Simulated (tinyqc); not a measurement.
Hubbard chain of 2 sites, step by step. One step of it, computed by the program tinyqc.

Question. Mean-field iteration 2. H(up) = T + U n(down), H(down) = T + U n(up); fill the lowest levels; n(new) = n + mixing (n(out) - n); E = tr T (rho up + rho down) + U sum n_up n_down of the output.

one-body matrix (hopping and site energies) (eV), order 1, 2:
```
[[0.410000, -0.580000],
 [-0.580000, 0.280000]]
```

U = 10.300000 eV

electrons, up and down: [1, 1]

mixing = 0.200000

n(up) after iteration 1: [0.838211, 0.161789]

n(down) after iteration 1: [0.161648, 0.838352]

Give: levels, up; levels, down; energy; n(up) after iteration 2; n(down) after iteration 2.

Answer.

levels, up (eV): [2.0261, 8.9639]

levels, down (eV): [1.8993, 9.0907]

energy = 0.6384 eV

n(up) after iteration 2: [0.8692, 0.1308]

n(down) after iteration 2: [0.1306, 0.8694]
